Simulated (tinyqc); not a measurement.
Permeation of metal atoms or ions through a thin barrier or dielectric: time lag, field-aided drift and lifetime: one step, computed by the program tinyqc.

The film 0 < x < d is empty at first; C = C0 at x = 0 and C = 0 at x = d. dC/dt = D d2C/dx2 - v dC/dx with drift v = D z e V/(k_B T d) (uniform field, no space charge).

Task: Steady flux and time lag. Steady flux J = (D C0/d) P/(1 - exp(-P)); time lag in units of d^2/D: s_L = [P (1 + exp(-P))/(1 - exp(-P)) - 2]/P^2 (P = 0: J = D C0/d, s_L = 1/6).

Inputs (values chosen for the exercise, for a model case: doubly charged vacancies through an oxide): thickness d = 39 nm; concentration at the source side C0 = 1.4e+14 1/cm^3; test temperature T = 125 C.

Peclet number P = -3.439239

diffusivity D = 1.922996e-17 cm^2/s

time scale d^2/D = 790953.1 s

Give: flux relative to D C0/d; steady flux J; time lag s_L; time lag.

Result:

flux relative to D C0/d = 0.11402

steady flux J = 78.709 1/(cm^2 s)

time lag s_L = 0.14096

time lag = 1.1149e+05 s

The field opposes the ions and cuts the flux; the lag is the same as for the opposite sign.
